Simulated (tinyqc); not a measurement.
Elastic trap-assisted tunnelling through a dielectric: current against voltage.

Emitter at x = 0 (Fermi level 0), collector at x = t (Fermi level -V), band edge U(x) = phi - F x, F = V/t. A trap at x has the energy E = U(x) - Et. With G(u) = (4/(3 F)) sqrt(mo/C) max(u, 0)^1.5, C = hbar^2/(2 m0): S1 = G(phi - E) - G(Et), S2 = G(Et) - G(phi - V - E), T1,2 = exp(-S1,2). The steady rate through one trap is nu T1 T2 (f1 - f2)/(T1 + T2), f1 = f(E), f2 = f(E + V), f(y) = 1/(1 + exp(y/Vt)); both contacts offer states at E.

J = q Nt times the integral of the rate over x. Direct S = (4/(3 F)) sqrt(mo/C) [phi^1.5 - max(phi - V, 0)^1.5].

Parameters, values chosen for the exercise; dielectric values close to those of hafnium oxide: temperature T = 300 K; barrier above the emitter Fermi level phi = 1.51 eV; tunnelling mass mo = 0.19 m0; thickness t = 7.2 nm; trap depth below the band edge of the dielectric Et = 1.26 eV; trap density Nt = 1.9e17 cm^-3; attempt frequency nu = 1e14 1/s.

Constants: q = 1.602176634e-19 C, kB = 1.380649e-23 J/K, hbar = 1.054571817e-34 J s, m0 = 9.1093837015e-31 kg, Vt = kB T/q, hbar^2/(2 m0) = 0.0380998212 eV nm^2. Results are converted to the units shown.

Results:
```
V (V)  J (A/cm^2)  x of the peak over t  larger S there  direct S
0.3       2.70e-5                 0.492            18.3      37.5
0.6       0.00120                 0.470            17.9      35.3
0.9       0.00223                 0.448            17.8      32.9
1.21      0.00360                 0.427            17.5      30.0
1.51      0.00745                 0.403            17.0      26.3
1.81       0.0350                 0.367            16.3      22.0
2.11        0.292                 0.205            14.4      18.9
2.72         5.68                 0.151            11.1      14.6
3.02         15.5                 0.133            10.0      13.2
```

Estimate the missing row, V = 2.42 V.

Computed row:
```
V (V)  J (A/cm^2)  x of the peak over t  larger S there  direct S
2.42         1.60                 0.174            12.5      16.4
```

With this row back in the table: J rises from 2.70e-5 to 15.5 A/cm^2, by 5.49 decades a volt between the first two rows and 1.45 between the last two. The position of the peak falls from 0.492 to 0.133 of t; only traps beyond x/t = (phi - Et)/V lie below the emitter Fermi level, with phi - Et = 0.250 eV. It jumps from 0.367 to 0.205 between V = 1.81 and 2.11 V.

Range of the model: Phonon-assisted (inelastic) capture, chains of traps and a spread of trap depths are left out.

tinyqc, about 0.06 s, one thread, Intel Xeon 2.30GHz (shared host): `OMP_NUM_THREADS=1 python tinyqc.py 2370159 2370160 out.jsonl`
